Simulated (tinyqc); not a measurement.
# MOSFET in the linear regime without short-channel effects, parameter extraction from computed curves: what changes with what

Inversion charge Q = Cox n Vt W0(exp((Vg - VT)/(n Vt))), W0 the Lambert function and n = nf; u = Q/Cox; mobility mu = mu0/(1 + th1 u + th2 u^2); channel resistance Rch = (L - dL)/(W mu Q); Id = Vd/(Rch + Rsd/W). Cox = eps0 eox/tox. Small Vd, no channel-length or drain effects.

Values chosen for this exercise; channel values of the order met in silicon transistors:
- T = 300 K (temperature)
- eox = 22.4 (relative permittivity of the gate insulator (close to hafnium oxide))
- tox = 4.8 nm (insulator thickness)
- mu0 = 450 cm^2/(V s) (low-field mobility)
- th1 = 0.64 1/V (first mobility attenuation factor)
- th2 = 0 1/V^2 (second mobility attenuation factor)
- VT = 0.52 V (threshold voltage)
- nf = 1.13 (body factor)
- W = 0.5 um (gate width)
- L = 0.52 um (drawn gate length)
- dL = 0.016 um (drawn less effective length)
- Rsd = 250 ohm um (source plus drain resistance)
- Vd = 0.025 V (drain voltage)

Constants: q = 1.602176634e-19 C, kB = 1.380649e-23 J/K, Vt = kB T/q, eps0 = 8.8541878128e-14 F/cm where lengths are in cm. Results are converted to the units shown.

Each table varies one quantity; the others keep the values above.

## Extraction methods against the second mobility attenuation factor

From the continuous curve Id(Vg): tangent at peak gm (V_ext = Vg - Id/gm); constant current Id = 0.1 uA W/L; peak of d2Id/dVg2; Y = Id/sqrt(gm) drawn through Vg = VT + 0.6 and VT + 0.8 V, with intercept VT_Y and slope s. Mobilities gm,max L/(W Cox Vd) and s^2 L/(W Cox Vd) with the drawn L. Last column: share of Rsd/W in the total resistance at VT + 0.8 V.

Extraction methods against the second mobility attenuation factor:
```
th2 (1/V^2)	V_ext (V)	constant current (V)	second derivative (V)	VT_Y (V)	mobility from gm (cm^2/(V s))	mobility from Y (cm^2/(V s))	series share (%)
0	0.507	0.445	0.507	0.564	269	423	31.0
0.06	0.507	0.445	0.507	0.579	269	453	30.5
0.12	0.507	0.445	0.507	0.594	269	487	30.1
0.18	0.507	0.445	0.507	0.608	268	524	29.7
0.24	0.506	0.445	0.507	0.623	268	565	29.3
0.3	0.506	0.445	0.507	0.638	268	610	28.9
0.36	0.506	0.445	0.507	0.652	267	661	28.5
```

What does the comparison show?

The model has VT = 0.52 V and mu0 = 450 cm^2/(V s). Over the table the extracted thresholds move by 0.70 mV (tangent), under 0.5 mV (constant current), under 0.5 mV (second derivative), 88 mV (Y function). The mobility from gm falls from 269 to 267 and that from Y rises from 423 to 661 cm^2/(V s).

## Extraction methods against the source plus drain resistance

Same model as above.

Extraction methods against the source plus drain resistance:
```
Rsd (ohm um)	V_ext (V)	constant current (V)	second derivative (V)	VT_Y (V)	mobility from gm (cm^2/(V s))	mobility from Y (cm^2/(V s))	series share (%)
0	0.521	0.445	0.511	0.564	324	423	0
50	0.517	0.445	0.510	0.564	309	423	8.24
100	0.514	0.445	0.509	0.564	297	423	15.2
200	0.509	0.445	0.508	0.564	278	423	26.4
400	0.502	0.445	0.505	0.564	249	423	41.8
800	0.493	0.445	0.500	0.564	212	423	59.0
1500	0.483	0.445	0.494	0.564	173	423	72.9
```

The model has VT = 0.52 V and mu0 = 450 cm^2/(V s). Over the table the extracted thresholds move by 38 mV (tangent), under 0.5 mV (constant current), 16 mV (second derivative), under 0.5 mV (Y function). The mobility from gm falls from 324 to 173 and that from Y stays near 423 cm^2/(V s). Y cancels the series resistance, which multiplies Id and sqrt(gm) by the same factor.

Computed by the program tinyqc: `OMP_NUM_THREADS=1 python tinyqc.py 2210042 2210043 out.jsonl`, one thread of a shared Intel Xeon 2.30GHz, about 0.01 s for the whole run.
